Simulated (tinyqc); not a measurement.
Polarisation charge from two barrier thicknesses.

Inverse problem. Voff = phiB - dEc - q sigma d/(eps0 eb). Find sigma, phiB - dEc and the thickness at which Voff = 0.

Constants: q = 1.602176634e-19 C, eps0 = 8.8541878128e-14 F/cm where lengths are in cm. Results are converted to the units shown.

Voff at d = 14 and 26 nm (V): -5.9761243  -11.654631
eb = 9.45

Answer. Voff is a straight line in d: its slope is -q sigma/(eps0 eb) and its intercept phiB - dEc.

sigma = 2.47e13 cm^-2
phiB - dEc = 0.649 V
thickness for Voff = 0 = 1.37 nm

tinyqc, about 0.01 s, one thread, Intel Xeon 2.30GHz (shared host): `OMP_NUM_THREADS=1 python tinyqc.py 2180134 2180135 out.jsonl`
